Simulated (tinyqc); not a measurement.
Index and thickness from Psi and Delta.

Question. Air (index 1), film, substrate with N2 = n2 - i k2; time factor exp(+i w t). q_j = sqrt(N_j^2 - sin^2 th), root with positive real part. Fresnel coefficients r_s = (q_a - q_b)/(q_a + q_b), r_p = (N_b^2 q_a - N_a^2 q_b)/(N_b^2 q_a + N_a^2 q_b). tan(Psi) exp(i Delta) = R_p/R_s, Delta taken from 0 to 360 degrees. beta = 2 pi d q1/lam, X = exp(-2 i beta), R = (r01 + r12 X)/(1 + r01 r12 X) for p and s. The film is transparent, with 1.15 < n1 < 2.9 and d under half a period. Find n1, d and the period.

Values chosen for this exercise: wavelength lam = 632.8 nm; angle of incidence th = 75 degrees; index of the substrate n2 = 3.882; extinction coefficient of the substrate k2 = 0.019.

Psi = 20.668635 degrees
Delta = 48.390550 degrees

Solution. Two measured angles fix two unknowns; a search from many starts finds one solution in the range given. Thicker films with d plus a multiple of the period give the same angles.

n1 = 2.386
d = 39.00 nm
period = 145.0 nm

tinyqc, about 0.2 s, one thread, Intel Xeon 2.30GHz (shared host): `OMP_NUM_THREADS=1 python tinyqc.py 2870175 2870176 out.jsonl`
